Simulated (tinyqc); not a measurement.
Estimate of lattice thermal conductivity from elastic moduli (Slack, Klemens and Cahill formulas). Changing the shear modulus G. Computed by tinyqc, a small Python program. Command: `OMP_NUM_THREADS=1 python tinyqc.py 3000834 3000835 out.jsonl slack sweep`. One thread of a shared host (Intel(R) Xeon(R) Processor @ 2.30GHz), about 0.01 s of CPU time with the checks.

An isotropic solid.

Inputs (values chosen for the exercise, for a model crystal):

| quantity | value | unit |
|---|---|---|
| bulk modulus B | 22.1 | GPa |
| volume per atom V | 23.4 | angstrom^3 |
| mean atomic mass M | 72.4 | u |
| atoms per primitive cell n | 4 | - |
| volume expansion coefficient alpha_V | 126 | ppm/K |
| temperature T | 700 | K |
| disorder parameter Gamma | 0.0072 | - |
| grain size d | 3700 | nm |

Grueneisen parameter: from thermal expansion.

Constants: u = 1.6605390666e-27 kg; hbar = 1.054571817e-34 J s; k_B = 1.380649e-23 J/K; h = 6.62607015e-34 J s.

Method:
- rho = M/V; vL = sqrt((B + 4G/3)/rho), vT = sqrt(G/rho); v_m = [(vL^-3 + 2 vT^-3)/3]^(-1/3); Poisson ratio sigma = (3B - 2G)/(6B + 2G); Theta = hbar v_m (6 pi^2/V)^(1/3)/k_B.
- gamma = alpha_V B V/(3 k_B), with the classical heat capacity 3 k_B per atom.
- Slack, an estimate for T near or above Theta_a: kappa = A M Theta_a^3 delta n^(1/3)/(gamma^2 T) in W/(m K), with M in u, delta = V^(1/3) in angstrom, Theta_a = Theta n^(-1/3) and A = 2.43e-6/(1 - 0.514/gamma + 0.228/gamma^2).
- High-temperature forms with the classical heat capacity. Klemens: kappa/kappa_0 = arctan(u)/u, u^2 = pi^2 Theta V Gamma kappa_0/(h v_m^2). Grains: 1/kappa_poly = 1/kappa + 1/(C v_m d/3), C = 3 k_B/(n V), the acoustic branches alone.
- Cahill minimum: kappa_min = (pi/6)^(1/3) k_B V^(-2/3) sum over L, T, T of v (T/Theta_i)^2 int_0^(Theta_i/T) x^3 e^x/(e^x - 1)^2 dx, Theta_i = Theta v_i/v_m (64 Gauss-Legendre points).
- Its high-temperature limit is (1/2) (pi/6)^(1/3) k_B V^(-2/3) (vL + 2 vT).

One run for each value:

| shear modulus G (GPa) | Poisson ratio sigma | Debye temperature Theta (K) | kappa of the perfect crystal (W/(m K)) | Grueneisen parameter gamma | kappa_min (W/(m K)) |
|---|---|---|---|---|---|
| 3.31 | 0.42867 | 94.94 | 0.1289 | 1.5732 | 0.26288 |
| 6.63 | 0.36364 | 133.19 | 0.3558 | 1.5732 | 0.32031 |
| 9.95 | 0.30426 | 161.89 | 0.6390 | 1.5732 | 0.36627 |
| 13.30 | 0.24937 | 185.91 | 0.9678 | 1.5732 | 0.40635 |
| 16.60 | 0.19964 | 206.55 | 1.3271 | 1.5732 | 0.44175 |
| 23.20 | 0.11117 | 242.05 | 2.1357 | 1.5732 | 0.50429 |
| 26.50 | 0.07166 | 257.79 | 2.5801 | 1.5732 | 0.53252 |

Give the missing row, shear modulus G (GPa) = 19.90.

Computed row; columns: (1) shear modulus G (GPa); (2) Poisson ratio sigma; (3) Debye temperature Theta (K); (4) kappa of the perfect crystal (W/(m K)); (5) Grueneisen parameter gamma; (6) kappa_min (W/(m K)):
```
(1)        (2)     (3)     (4)     (5)      (6)
19.90  0.15371  225.08  1.7173  1.5732  0.47418
```

Interpolating between the two neighbouring rows (the first column on a logarithmic scale, the others too where they are positive) misses most in Poisson ratio sigma, by 5.4 %. Over the rows, Poisson ratio sigma falls from 0.429 to 0.0717 (exponent d ln y / d ln x -0.24 between the first rows and -3.3 between the last); Debye temperature Theta (K) rises from 94.9 to 258 (exponent d ln y / d ln x about 0.48 throughout); kappa of the perfect crystal (W/(m K)) rises from 0.129 to 2.58 (exponent d ln y / d ln x about 1.4 throughout). The two transverse branches rule v_m, so Theta follows sqrt(G) closely and the Slack value about G^(3/2).

Caution (rows 3.31, 6.63): the estimate comes near or below kappa_min; the free path cannot fall under half a wavelength, so the true value levels off near kappa_min.
